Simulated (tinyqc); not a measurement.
Geometry relaxation of a small cluster: one step, computed by the program tinyqc. Command: `OMP_NUM_THREADS=1 python tinyqc.py 3011238 3011239 out.jsonl relax walk`. One thread of a shared host (Intel(R) Xeon(R) Processor @ 2.30GHz), about 0.02 s of CPU time with the checks.

E = sum_(i<j) phi(r_ij), phi(r) = eps [exp(-2 alpha (r - r0)) - 2 exp(-alpha (r - r0))]; the force on i is -sum_j phi'(r_ij) (R_i - R_j)/r_ij.

Task: Energy and forces at the start. Evaluate E and the forces at the starting positions.

Inputs (values chosen for the exercise, for model atoms): length r0 = 2.36 angstrom; well depth eps = 0.64 eV; stiffness alpha = 2.08 1/angstrom.

Potential: Morse. Method: BFGS.

starting positions (angstrom), rows atom 1, atom 2, atom 3, atom 4, atom 5, columns x, y, z:
$$\begin{pmatrix}
0.01 & 0 & 0.09 \\
2.4 & -0.14 & -0.29 \\
1.04 & 1.99 & -0.04 \\
1.16 & 0.74 & 1.88 \\
1.31 & 0.6 & -2.02
\end{pmatrix}$$

Give: distances; energy at the start; forces.

Result:

distances (angstrom): 1-2 2.424, 1-3 2.245, 1-4 2.253, 1-5 2.550, 2-3 2.539, 2-4 2.650, 2-5 2.175, 3-4 2.294, 3-5 2.434, 4-5 3.905

energy at the start = -5.283 eV

forces (eV/angstrom), rows atom 1, atom 2, atom 3, atom 4, atom 5, columns x, y, z:
$$\begin{pmatrix}
-0.262 & -0.968 & -1.139 \\
0.023 & 0.088 & 2.108 \\
0.740 & 0.393 & -0.750 \\
0.761 & -0.193 & 0.394 \\
-1.263 & 0.680 & -0.614
\end{pmatrix}$$
